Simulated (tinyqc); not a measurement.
The window of frequencies: the 3-omega method: a line heater on a substrate with a thin film. Computed by tinyqc, a small Python program. Command: `OMP_NUM_THREADS=1 python tinyqc.py 3003096 3003097 out.jsonl threeomega walk`. One thread of a shared host (Intel(R) Xeon(R) Processor @ 2.30GHz), about 0.01 s of CPU time with the checks.

A current at angular frequency omega = 2 pi f heats the line at 2 omega with the amplitude P per length; the temperature swing Delta T at 2 omega gives a voltage at 3 omega. The substrate is taken as semi-infinite and isotropic, and the heat capacity of heater and film is left out.

Inputs (values chosen for the exercise, modelled on amorphous silicon on silicon):

| quantity | value | unit |
|---|---|---|
| substrate conductivity kappa | 141 | W/(m K) |
| substrate heat capacity C | 1.67 | 1e6 J/(m^3 K) |
| heater half-width b | 3.9 | micrometre |
| power amplitude per length P | 40 | W/m |
| current frequency f | 200 | Hz |
| substrate thickness d_s | 380 | micrometre |

Method:
- D = kappa/C; q = sqrt(2 i omega/D); penetration depth 1/|q| = sqrt(D/(2 omega)).
- Delta T_s = (P/(pi kappa)) int_0^infinity (sin x/x)^2 / sqrt(x^2 + (q b)^2) dx with (q b)^2 = i |q b|^2, averaged over the heater width (12 Gauss-Legendre points on each of the pieces 0, 14 log-spaced edges from 1e-5 to 1, and multiples of pi to 40 pi; the tail adds 1/(4 (40 pi)^2)).
- For |q| b much below 1: Delta T_s = (P/(pi kappa)) [-ln(|q| b) + eta - i pi/4], eta = 3/2 - C_E = 0.92278, with Euler's C_E = 0.5772157.
- The slope value uses each f and 2f: kappa = P ln 2/(2 pi [Delta T(f) - Delta T(2f)]).

diffusivity D = 84.4311 mm^2/s

Bare substrate:

| f (Hz) | penetration depth (micrometre) | \|q\| b | in-phase (K) | out-of-phase (K) | narrow-line form (K) | kappa from the slope (W/(m K)) |
|---|---|---|---|---|---|---|
| 4.4 | 1235.7 | 0.0031561 | 0.60332 | -0.070921 | 0.60332 | 141.00 |
| 44 | 390.77 | 0.0099803 | 0.49936 | -0.070914 | 0.49936 | 141.01 |
| 440 | 123.57 | 0.031561 | 0.39541 | -0.070855 | 0.39539 | 141.05 |
| 2200 | 55.263 | 0.070572 | 0.32279 | -0.070648 | 0.32273 | 141.26 |
| 8800 | 27.632 | 0.14114 | 0.26037 | -0.070033 | 0.26014 | 142.05 |
| 44000 | 12.357 | 0.31561 | 0.18861 | -0.067673 | 0.18747 | 146.08 |
| 180000 | 6.1096 | 0.63834 | 0.12824 | -0.061815 | 0.12386 | 160.66 |
| 880000 | 2.7632 | 1.4114 | 0.069636 | -0.047271 | 0.052210 | 227.41 |
| 4.40e+06 | 1.2357 | 3.1561 | 0.031803 | -0.027248 | -0.020457 | 472.87 |
| 2.70e+07 | 0.49884 | 7.8181 | 0.012829 | -0.012090 | -0.10237 | 1174.4 |

The slope gives kappa within 1 % up to |q| b = 0.14 (f = 8800 Hz) among these rows. The penetration depth stays under d_s/5 = 76 micrometre from f = 2200 Hz up, so a usable window lies between the two. At high f the flow turns one-dimensional: in-phase and out-of-phase parts become equal in size (ratio 0.94 in the last row) and fall as f^(-1/2) (exponent -0.50). Caution: the penetration depth exceeds a fifth of the substrate thickness, so the back face is felt and the semi-infinite formula fails.
